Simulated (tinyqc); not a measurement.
Scattering of inversion-layer electrons by surface optical phonons of the gate insulator (remote phonon scattering): one step, computed by the program tinyqc. Command: `OMP_NUM_THREADS=1 python tinyqc.py 3113623 3113624 out.jsonl sophonon walk`. One thread of a shared host (Intel(R) Xeon(R) Processor @ 2.30GHz), about 0.02 s of CPU time with the checks.

One subband with the Fang-Howard envelope; insulator and channel are half-spaces, the gate is far away, and an interlayer only moves the polar surface away by t (its own modes and its permittivity contrast are left out).

Problem. Surface modes and strengths. eps(w) = eps_inf + (eps_0s - eps_i) w1^2/(w1^2 - w^2) + (eps_i - eps_inf) w2^2/(w2^2 - w^2). Surface modes solve eps(w) + eps_s = 0, a quadratic in w^2; the strength of a mode is g = 2/(w d eps/dw). Occupation N = 1/(exp(hbar w/(k_B T)) - 1).

Inputs (values chosen for the exercise, modelled on HfO2 on germanium):
```
quantity                                 value  unit
static constant of the insulator eps_0s   22.6     -
intermediate constant eps_i               6.69     -
optical constant eps_inf                  5.13     -
hbar omega_TO1                            12.4   meV
hbar omega_TO2                            49.4   meV
constant of the channel eps_s             16.2     -
temperature T                              300     K
```

Constants: k_B = 8.617333262e-05 eV/K.

Give: hbar omega_SO; strengths g; occupations N; hbar omega g (2 N + 1).

Solution.

hbar omega_SO (meV): 1 16.12, 2 51.26

strengths g: 1 0.01762, 2 0.00349

occupations N: 1 1.156, 2 0.160

hbar omega g (2 N + 1) (meV): 1 0.9404, 2 0.2359

The lower mode has the larger hbar omega g N, the prefactor of absorption before the dependence on q: 0.328 and 0.0286 meV.
